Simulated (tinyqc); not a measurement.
Worked calculation: FCI on RHF in the 6-31g basis, for He, spin multiplicity 1. Computed by tinyqc, a small Python program that keeps every step (integrals from PySCF). Settings: charge = 0, multiplicity = 1, basis = 6-31g, method = RHF, energy threshold = 1e-10, iteration cap = 56, orthogonalisation = symmetric, start = atomic densities, DIIS depth = 6, ci = FCI, davidson = 1. Command: `OMP_NUM_THREADS=1 python tinyqc.py 24150 24151 out.jsonl` (the two numbers bound the seeds that draw the settings). One thread of a shared host (Intel(R) Xeon(R) Processor @ 2.60GHz), about 0.07 s of CPU time with the checks. The early iterations of the SCF are left out here.

## One-electron integrals

Geometry (angstrom):
```
atom         x         y         z
He    0.000000  0.000000  0.000000
```

Basis 6-31g: exponents (1/bohr^2) and contraction coefficients of normalised primitives:
```
element  l (shell)   exponent  coefficient
He           s (1)  38.421634     0.040140
He           s (1)   5.778030     0.261246
He           s (1)   1.241774     0.793185
He           s (2)   0.297964     1.000000
```

Overlap, kinetic and nuclear-attraction integrals over the contracted functions; the nuclear repulsion is the sum of Za Zb / Rab.

nuclear repulsion = 0 hartree

overlap S, order 1He 1s, 1He 2s:
```
[[1.000000, 0.634148],
 [0.634148, 1.000000]]
```

kinetic energy T (hartree), order 1He 1s, 1He 2s:
```
[[2.925655, 0.467227],
 [0.467227, 0.446946]]
```

nuclear attraction V (hartree), order 1He 1s, 1He 2s:
```
[[-4.805281, -2.013636],
 [-2.013636, -1.742136]]
```

core Hamiltonian H = T + V (hartree), order 1He 1s, 1He 2s:
```
[[-1.879626, -1.546409],
 [-1.546409, -1.295190]]
```

## Two-electron integrals

Functions are numbered as in S; the eight-fold symmetry (ij|kl) = (ji|kl) = (kl|ij) leaves the list below.

Two-electron integrals (ij|kl) in chemists' order, unique and non-zero (hartree):
```
(11|11) 1.543936   (21|11) 0.785447   (21|21) 0.427025   (22|11) 0.803952
(22|21) 0.476190   (22|22) 0.615938
```

## Orthogonalisation

S = U s U^T; symmetric (Loewdin) form X = U s^(-1/2) U^T, so that X^T S X = 1.

eigenvalues of S: [0.365852, 1.634148]

X, order 1He 1s, 1He 2s:
```
[[1.217774, -0.435508],
 [-0.435508, 1.217774]]
```

## Iteration 4 (converged): orbitals

converged F (hartree), order 1He 1s, 1He 2s:
```
[[-0.549218, -1.000372],
 [-1.000372, -0.429150]]
```

Diagonalise F' = X^T F X, C = X C', fill 1 alpha and 1 beta electrons from the bottom; D = 2 C_occ C_occ^T. Each column has its largest component positive (the first on a tie).

F' = X^T F X (hartree):
```
[[0.165224, -1.154385],
 [-1.154385, 0.320508]]
```

orbital energies (hartree): [-0.914127, 1.399859]

coefficients C, order 1He 1s, 1He 2s:
```
[[0.592081, -1.149818],
 [0.513586, 1.186959]]
```

D after iteration 4, order 1He 1s, 1He 2s:
```
[[0.701120, 0.608169],
 [0.608169, 0.527541]]
```

## Convergence

Stop when the energy changes by less than 1e-10 hartree and every element of the error matrix X^T (F D S - S D F) X is below 3e-06.

Course of the cycle:
```
iteration  E (hartree)     change  largest element of the error matrix
1          -2.85513792          -                             9.81e-03
2          -2.85516030  -2.24e-05                             7.42e-04
3          -2.85516043  -1.29e-07                             5.57e-08
4          -2.85516043  -8.88e-16                             2.56e-08
```

PySCF RHF in the same basis = -2.85516043 hartree

Converged in 4 iterations.

## Integrals over molecular orbitals

(pq|rs) = sum C_ip C_jq C_kr C_ls (ij|kl), one index at a time.

one-electron integrals over orbitals h = C^T H C (hartree):
```
[[-1.941034, 0.316490],
 [0.316490, -0.088737]]
```

Two-electron integrals over orbitals (pq|rs), unique and non-zero (hartree):
```
(11|11) 1.026907    (21|11) -0.316490   (21|21) 0.227670    (22|11) 0.858133
(22|21) -0.255554   (22|22) 0.766363
```

## FCI: determinants and Hamiltonian

Hartree-Fock energy = -2.85516043 hartree

Slater-Condon rules over spin orbitals, with the nuclear repulsion added and E(HF) subtracted on the diagonal.

Occupation strings over the orbitals (2 doubly, a alpha, b beta, 0 empty; spin orbitals ordered 1a 1b 2a 2b ...): 20 ab ba 02

H - E(HF) between determinants (hartree), order 20, ab, ba, 02:
```
[[0.000000, 0.000000, 0.000000, 0.227670],
 [0.000000, 1.683523, -0.227670, 0.060937],
 [0.000000, -0.227670, 1.683523, -0.060937],
 [0.227670, 0.060937, -0.060937, 3.444050]]
```

## FCI: roots

Diagonalise (each vector has its largest component positive (the first on a tie)); all determinants have Ms = 0, so triplets appear too. The lowest singlet root is the correlation energy.

lowest roots of this matrix, relative to E(HF) (hartree): [-0.015002, 1.455853, 1.906448, 3.463797]

lowest vectors, order 20, ab, ba, 02:
```
[[0.997832, 0.000000, -0.006567, 0.065487],
 [0.002080, 0.707107, 0.706022, 0.039104],
 [-0.002080, 0.707107, -0.706022, -0.039104],
 [-0.065749, 0.000000, -0.054989, 0.996320]]
```

<S^2> of these roots: [0.000000, 2.000000, 0.000000, 0.000000]

weight of the ground state by excitation level 0, 1, 2, ...: [0.995668, 0.000009, 0.004323]
